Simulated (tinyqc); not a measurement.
Quaternary alloy A(x)B(1-x)C(y)D(1-y) matched to a substrate, step by step. Values are carried at full precision from step to step, so a last printed digit may differ when a step is redone from the rounded ones.

Matching a(x,y) = a_s gives x = (a_s - y a_BC - (1 - y) a_BD)/(y (a_AC - a_BC) + (1 - y)(a_AD - a_BD)).
Constants: hc = 1239.841984 eV nm.

Inputs chosen for the exercise (AC, AD, BC, BD near GaAs, GaP, InAs and InP; substrate near InP; shifted at random, so the results belong to these values and not to a real crystal): a = (5.657, 5.459, 6.059, 5.877) angstrom (lattice constants of AC, AD, BC, BD); a_s = 5.877 angstrom (substrate); y = 0.39 (fraction of C); Eg = (1.52, 2.891, 0.414, 1.44) eV (gaps at Gamma of AC, AD, BC, BD); Cb = (0.412, 0.645, 0.17, 0.099) eV (bowing of ABC, ABD, ACD, BCD); dx = -0.027 (error of x in growth).

## The matched composition

Give numerator, denominator and x.

numerator = -0.07098 angstrom
denominator = -0.41176 angstrom
x = 0.1724

## The gap by rule 1

Q(x,y) = x y Q_AC + x (1 - y) Q_AD + (1 - x) y Q_BC + (1 - x)(1 - y) Q_BD for the lattice constant. Gap, rule 1: Q(x,y) - x (1 - x)[y C_ABC + (1 - y) C_ABD] - y (1 - y)[x C_ACD + (1 - x) C_BCD]. Rule 2 (mean of ternaries): {x (1 - x)[y T_ABC(x) + (1 - y) T_ABD(x)] + y (1 - y)[x T_ACD(y) + (1 - x) T_BCD(y)]}/{x (1 - x) + y (1 - y)}, T_ABC(x) = x E_AC + (1 - x) E_BC - C_ABC x (1 - x), T_ACD(y) = y E_AC + (1 - y) E_AD - C_ACD y (1 - y), and alike. Only the Gamma valley is followed.

Give the four weights, the bilinear part, the two bowing terms, the gap and hc/gap.

weights of AC, AD, BC, BD: 0.0672  0.1052  0.3228  0.5048

bilinear part = 1.2668 eV

bowing terms (eV): 0.0791  0.0265

gap = 1.1613 eV
wavelength = 1068 nm

## The gap by rule 2

Give the four ternary gaps and their weighted mean.

T_ABC, T_ABD, T_ACD, T_BCD (eV): 0.5459  1.5981  2.3159  1.0163

gap = 1.2206 eV

Rule 2 lies 59 meV above rule 1: it averages the two bowing terms where rule 1 adds them. Both agree on the ternary edges.

## An error in composition

Replace x by x + dx; mismatch (a_s - a)/a and change of the relaxed gap by rule 1.

a = 5.8881 angstrom
mismatch = -0.189 %
change of the gap = -24.9 meV

The layer would be under compression; the strain shift of the gap is not included.

## Checks

- Lattice constant at the matched composition against a_s (angstrom): both 5.8770.
- Rule 2 as a mean of ternaries against its form with averaged bowing (eV): both 1.2206.

(tinyqc, `OMP_NUM_THREADS=1 python tinyqc.py 1080295 1080296 out.jsonl`, Intel(R) Xeon(R) Processor @ 2.30GHz, 1 thread, shared host, about 0.01 s.)
